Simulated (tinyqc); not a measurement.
Inside a calculation. Method: Hubbard ring of 3 sites. One step of it, computed by the program tinyqc.

Problem. The many-body Hamiltonian. Basis: all placements (u, d, 2, 0 on each site), up operators ordered before down ones; hops carry the sign of the same-spin electrons passed.

one-body matrix (hopping and site energies) (eV), lower triangle:
```
           1          2         3
1   0.000000
2  -1.730000   0.000000
3  -1.730000  -1.730000  0.000000
```

U = 8.400000 eV

electrons, up and down: 2  1

Give: H.

Solution.

H (eV), lower triangle:
```
        2u0     u20     uud     20u     udu     u02     duu     02u
2u0   8.400
u20  -1.730   8.400
uud  -1.730  -1.730   0.000
20u  -1.730   0.000   0.000   8.400
udu   0.000  -1.730   0.000  -1.730   0.000
u02   0.000   0.000  -1.730  -1.730  -1.730   8.400
duu   1.730   0.000   0.000  -1.730   0.000   0.000   0.000
02u   0.000   1.730   0.000   0.000  -1.730   0.000  -1.730   8.400
0u2   0.000   0.000   1.730   0.000   0.000  -1.730  -1.730  -1.730

       0u2
0u2  8.400
```
